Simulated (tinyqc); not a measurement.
## A finite superlattice with mass mismatch, transfer matrices: transmission against the number of periods

One electron of energy E comes from the left lead (band edge 0); no transverse momentum. Parabolic bands, masses in units of m0, C = hbar^2/(2 m0); psi and psi'/m are continuous at every interface. N periods of a barrier d1 followed by a well Lw; the right lead equals the left one.

For the pair (psi, psi'/m) a flat layer has M = [[cos kd, (m/k) sin kd], [-(k/m) sin kd, cos kd]] with k = sqrt(m (E - U)/C) above its edge U, and M = [[cosh Kd, (m/K) sinh Kd], [(K/m) sinh Kd, cosh Kd]] with K = sqrt(m (U - E)/C) below it. The matrices are multiplied with later layers to the left. With M acting on (psi, psi'/m) and v = k/m in each lead, T(E) = 4 vL vR/[(vL vR M12 - M21)^2 + (vR M11 + vL M22)^2]. x = (M11 + M22)/2 of one period. For |x| < 1 the energy lies in a miniband and cos(th) = x; for |x| > 1 it lies in a gap and cosh(g) = |x|. M^N = U_(N-1)(x) M - U_(N-2)(x) 1, with U_n = sin((n + 1) th)/sin th in a band and sign(x)^n sinh((n + 1) g)/sinh g in a gap.

Inputs (values chosen for the exercise); masses and offsets of a made-up heterostructure:
- mL = 0.033 m0 (mass in the left lead)
- U1 = 1.5 eV (barrier height)
- m1 = 0.085 m0 (barrier mass)
- d1 = 0.7 nm (barrier width)
- Lw = 3.2 nm (well width (edge 0, mass mL))
- E = 0.228 eV (electron energy)

Constants: q = 1.602176634e-19 C, hbar = 1.054571817e-34 J s, m0 = 9.1093837015e-31 kg, hbar^2/(2 m0) = 0.0380998212 eV nm^2. Results are converted to the units shown.

Result of one run:
```
N    T(E)  1/T(E) - 1
4  0.1716       4.827
```

What becomes of these results when the number of periods N is changed from 4 to 1, all else the same?

Result of the changed run:
```
N    T(E)  1/T(E) - 1
1  0.2851       2.507
```

The whole series:
```
N     T(E)  1/T(E) - 1
1   0.2851       2.507
2   0.1237       7.084
3   0.1069       8.355
4   0.1716       4.827
5   0.6083      0.6439
6   0.5816      0.7193
8   0.1065       8.393
10  0.2957       2.381
12  0.2751       2.635
16  0.6360      0.5724
```

Here x = 0.8405. The energy lies in a miniband: 1/T(E) - 1 equals its one-period value times U_(N-1)^2, so T(E) oscillates with N, between 0.106 and 0.636 in these rows, and does not decay. In every row a layer is thinner than 0.8 nm, a few atomic planes, where an effective mass is a rough description.

Range of the model: Masses are held fixed, although real bands cease to be parabolic a few tenths of an eV from their edges (inside a barrier too).

tinyqc, about 0.01 s, one thread, Intel Xeon 2.30GHz (shared host): `OMP_NUM_THREADS=1 python tinyqc.py 2560033 2560034 out.jsonl`
